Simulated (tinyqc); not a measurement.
From results back to parameters: valence-band offset from core levels. Two cases, with inputs chosen for the exercise.

Problem. At an interface of A and B the binding energy of the core level of B exceeds that of A by dCL. Binding energy of a core level = (EF - Ev) + CL, with one Fermi level for both sides. Find dEv = Ev(A) - Ev(B) and dEc = Eg2 - Eg1 - dEv with the corrected (second) gaps.

Find: dEv; dEc.

Method. dCL = (EF - Ev(B)) + CL_B - (EF - Ev(A)) - CL_A = dEv + CL_B - CL_A; the Fermi level drops out.

Case 1.

Values chosen (out of a larger set: gaps near those of Si and HfO2; not measured data): CL = (71.32, 48.8) eV (depth of a core level below the valence top in bulk A and bulk B); Eg1 = (0.63, 1.18) eV (gap of A: semi-local value, corrected value); Eg2 = (4.02, 5.79) eV (gap of B: semi-local value, corrected value).

dCL = -19.3273 eV

Solution.

dEv = 3.19 eV
dEc = 1.42 eV

Case 2.

Values chosen (out of a larger set: gaps near those of InAs and GaSb; not measured data): CL = (93.7, 94.12) eV (depth of a core level below the valence top in bulk A and bulk B); Eg1 = (0.05, 0.42) eV (gap of A: semi-local value, corrected value); Eg2 = (0.1, 0.84) eV (gap of B: semi-local value, corrected value).

dCL = -0.1877 eV

Solution.

dEv = -0.61 eV
dEc = 1.03 eV

Computed by tinyqc, one run a case: `OMP_NUM_THREADS=1 python tinyqc.py N N+1 out.jsonl` with N = 1881274, 1881275; one thread of a shared Intel(R) Xeon(R) Processor @ 2.30GHz, about 0.01 s a run at most.
